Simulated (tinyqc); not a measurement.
Carrier lifetime from Shockley-Read-Hall, radiative, Auger and surface recombination: one step, computed by the program tinyqc. Command: `OMP_NUM_THREADS=1 python tinyqc.py 3024503 3024504 out.jsonl lifetime walk`. One thread of a shared host (Intel(R) Xeon(R) Processor @ 2.30GHz), about 0.02 s of CPU time with the checks.

Energies are counted from the top of the valence band. Boltzmann statistics, full ionisation, and equal excess densities of electrons and holes.

Problem. Lifetimes at the given injection. With n = n_0 + dn, p = p_0 + dn and U/dn = 1/tau: (n p - n_i^2)/dn = n_0 + p_0 + dn = s; 1/tau_SRH = s/[tau_p0 (n + n1) + tau_n0 (p + p1)]; 1/tau_rad = B s; 1/tau_Aug = (C_n n + C_p p) s; the rates add, with 1/tau_s. Radiative efficiency = tau_eff/tau_rad; effective diffusion length = sqrt(D tau_eff).

Inputs (values chosen for the exercise, with bands modelled on germanium):
```
quantity,value,unit
temperature T,300,K
radiative coefficient B,3.8e-14,cm^3/s
Auger coefficient C_n,7.9e-32,cm^6/s
Auger coefficient C_p,1.5e-31,cm^6/s
excess density dn,2.9e+14,cm^-3
diffusion coefficient D,45,cm^2/s
```

Doping: n-type. Surface term: two equal surfaces.

n_0 = 2.300001e+16 cm^-3

p_0 = 1.415293e+10 cm^-3

tau_p0 = 1.806179e-07 s

n1 = 2.750579e+12 cm^-3

tau_n0 = 1.047648e-06 s

p1 = 1.183451e+14 cm^-3

tau_s = 1.363803e-06 s

Give: tau_SRH at dn; tau_rad at dn; tau_Aug at dn; effective lifetime at dn; radiative efficiency at dn; effective diffusion length at dn.

Solution.

tau_SRH at dn = 1.990e-07 s

tau_rad at dn = 0.001130 s

tau_Aug at dn = 0.02280 s

effective lifetime at dn = 1.736e-07 s

radiative efficiency at dn = 1.537e-04

effective diffusion length at dn = 27.95 micrometre
